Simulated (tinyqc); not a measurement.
Size effects in the resistivity of thin metal films and interconnect lines: one step, computed by the program tinyqc.

Electrons lose their drift at surfaces (a share 1 - p of the hits) and at grain boundaries (reflection R), besides bulk scattering. The line sits in a trench with a non-conducting liner on both walls and the bottom; the spacing equals the drawn width.

Question. Metal cross-section. Metal width w_m = w - 2t, height h_m = (aspect ratio) w - t, grain size D = (ratio) w_m.

Inputs (values chosen for the exercise, modelled on iridium):
```
quantity,value,unit
drawn line width w,110,nm
grain size over metal width,2.2,-
aspect ratio (height over width),2.1,-
liner thickness t,1.4,nm
```

Geometry: line.

Give: metal width w_m; metal height h_m; grain size D; share of the trench filled by metal.

Answer.

metal width w_m = 107.2 nm

metal height h_m = 229.6 nm

grain size D = 235.84 nm

share of the trench filled by metal = 96.864 %
